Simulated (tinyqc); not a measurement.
Susceptibility above T_c: two-sublattice mean-field magnet: ferrimagnet, compensation points and susceptibility. Computed by tinyqc, a small Python program. Command: `OMP_NUM_THREADS=1 python tinyqc.py 3018720 3018721 out.jsonl ferri walk`. One thread of a shared host (Intel(R) Xeon(R) Processor @ 2.30GHz), about 0.01 s of CPU time with the checks.

A random alloy A(1-x)B(x) with H = -sum over pairs J S_i.S_j. a = <S_A> and b = <S_B> are taken along z, a > 0. Exchange fields: h_A = (1 - x) zJ_AA a + x zJ_AB b, h_B = (1 - x) zJ_AB a + x zJ_BB b; a = S_A B_(S_A)(S_A h_A/(k_B T)) and likewise for b, with the Brillouin function B_S(y) = [(2S + 1)/(2S)] coth[(2S + 1) y/(2S)] - [1/(2S)] coth[y/(2S)].

Inputs (values chosen for the exercise, for a model ferrimagnet): spin S_A = 2.5; spin S_B = 3.5; g factor g_A = 2; g factor g_B = 2; fraction x of B sites = 0.28; z J_AA = 10.7 meV; z J_BB = 0.51 meV; z J_AB = -2 meV; T over T_c = 0.2.

Constants: k_B = 8.617333262e-05 eV/K.

Method. Linearised, T (a, b) = M (a, b) with M_ij = S_i (S_i + 1) c_j zJ_ij/(3 k_B), c_A = 1 - x, c_B = x. T_c is the larger eigenvalue, and its eigenvector gives b/a at onset, (T_c - M_AA)/M_AB. With a field B, T (a, b) = M (a, b) + (mu_B B/(3 k_B)) (g_A S_A (S_A + 1), g_B S_B (S_B + 1)). chi = m/B per site; C = mu_B [(1 - x) g_A^2 S_A (S_A + 1) + x g_B^2 S_B (S_B + 1)]/(3 k_B); the table gives C/chi, which tends to T - theta.

T_c = 267.187 K

M (K), rows A, B:
```
[[260.754, -18.954],
 [-87.730, 8.700]]
```

Inverse susceptibility:
```
T (K)   C/chi (K)  T - C/chi (K)
272.5        12.0         260.49
293.9        55.2         238.75
334.0       122.2         211.81
400.8       214.5         186.24
534.4       372.4         161.95
801.6       658.2         143.37
1335.9     1204.5         131.39
2671.9     2548.2         123.67
```

What follows from these numbers?

T - C/chi sinks from 260 K just above T_c to 124 K at 10 T_c, on its way to the asymptotic theta. The curve of 1/chi is a hyperbola that bends down to zero at T_c = 267 K, so a Curie-Weiss line fitted at high T misses T_c.
